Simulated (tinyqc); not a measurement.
Order-disorder in a binary alloy on two sublattices: Bragg-Williams and pair (quasi-chemical) approximations: one step, computed by the program tinyqc. Command: `OMP_NUM_THREADS=1 python tinyqc.py 3008238 3008239 out.jsonl order walk`. One thread of a shared host (Intel(R) Xeon(R) Processor @ 2.30GHz), about 0.01 s of CPU time with the checks.

All z = 8 neighbours of a site lie on the other sublattice. B fills the sublattices with x + eta/2 and x - eta/2; energies are per site, from the pure components: u = -z w y with y the probability of an A-B bond taken in one order.

Task: Short-range order at the Bragg-Williams T_c. Quasi-chemical disordered state, with T here the Bragg-Williams T_c and not the input T: y^2/[(1 - x - y)(x - y)] = exp(2 w/(k_B T)) =: E, so y = 2 x (1 - x)/(1 + r), r = sqrt(1 - 4 x (1 - x)(1 - 1/E)); Warren-Cowley alpha = 1 - y/(x (1 - x)); u = -z w y.

Inputs (values chosen for the exercise, for a model alloy): ordering energy w = (e_AA + e_BB)/2 - e_AB = 45 meV; fraction x of B = 0.41.

Lattice: bcc (B2 order, z = 8).

T_c, Bragg-Williams = 2021.136 K

Constants: k_B = 8.617333262e-05 eV/K.

Give: bond probability y; alpha of the disordered state at the Bragg-Williams T_c; energy of the disordered state.

Result:

bond probability y = 0.2717

alpha of the disordered state at the Bragg-Williams T_c = -0.1231

energy of the disordered state = -97.81 meV/site

Short-range order already holds 18 % of the full ordering energy z w x^2, counted from the random alloy at -z w x (1 - x); Bragg-Williams puts none there.
